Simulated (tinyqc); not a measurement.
Drifting, spreading and decaying minority pulse (Haynes-Shockley), backward Euler time steps: one step of the calculation.

Low injection in a uniform field: dn/dt = D d2n/dx2 - v dn/dx - n/tau with D = mu Vt and v = mu F towards +x. Exact solution on an infinite bar for a Gaussian start at x0: n = N0 exp(-t/tau) exp(-(x - x0 - v t)^2/(2 s^2))/sqrt(2 pi s^2), s^2 = s0^2 + 2 D t.

Problem. Coefficients of the scheme. Exponentially fitted fluxes: d = F hx/Vt, B(d) = d/(exp(d) - 1), k = D dt/hx^2; (L n)_i = a n_(i-1) + b n_i + c n_(i+1) with a = k B(-d), c = k B(d), b = -a - c - dt/tau. Explicit steps keep n positive for dt up to 1/[(D/hx^2)(B(d) + B(-d)) + 1/tau].

Inputs (values chosen for the exercise); mobility close to that of silicon at room temperature: temperature T = 300 K; minority-carrier mobility mu = 1330 cm^2/(V s); sweep field along the drift F = 9.1 V/cm; mesh step hx = 15 um; lifetime tau = 3.1e-6 s; time step dt = 6.5e-8 s.

Constants: q = 1.602176634e-19 C, kB = 1.380649e-23 J/K, Vt = kB T/q. Results are converted to the units shown.

Wanted: D; v; d; a; b; c; positivity limit of dt.

Solution.

D = 34.383 cm^2/s
v = 12103 cm/s
d = 0.52801
a = 1.2785
b = -2.0535
c = 0.75403
positivity limit of dt = 3.1653e-8 s

tinyqc, about 0.01 s, one thread, Intel Xeon 2.30GHz (shared host): `OMP_NUM_THREADS=1 python tinyqc.py 2310004 2310005 out.jsonl`
